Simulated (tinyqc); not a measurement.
Drifting, spreading and decaying minority pulse (Haynes-Shockley), explicit time steps: one step of the calculation.

Low injection in a uniform field: dn/dt = D d2n/dx2 - v dn/dx - n/tau with D = mu Vt and v = mu F towards +x. Exact solution on an infinite bar for a Gaussian start at x0: n = N0 exp(-t/tau) exp(-(x - x0 - v t)^2/(2 s^2))/sqrt(2 pi s^2), s^2 = s0^2 + 2 D t.

Problem. Densities after a time step. (L n)_i = a n_(i-1) + b n_i + c n_(i+1), n = 0 beyond the ends. Explicit step: n(new) = n + L n.

a = 0.45887145
b = -0.61457730
c = 0.13473811
n at t = 0, node 1 to 11 (in units of 1e12 cm^-3): [0.0332389, 0.4049322, 1.8147804, 2.9920671, 1.8147804, 0.4049322, 0.0332389, 0.0010037, 0.0000112, 0.0000000, 0.0000000]

Wanted: n at t = 1 dt.

Solution.

n at t = 1 dt, node 1 to 11 (in units of 1e12 cm^-3): [0.0674, 0.4158, 1.2884, 2.2305, 2.1270, 0.9933, 0.1988, 0.0156, 0.0005, 0.0000, 0.0000]

Computed by the program tinyqc: `OMP_NUM_THREADS=1 python tinyqc.py 2310021 2310022 out.jsonl`, one thread of a shared Intel Xeon 2.30GHz, about 0.01 s for the whole run.
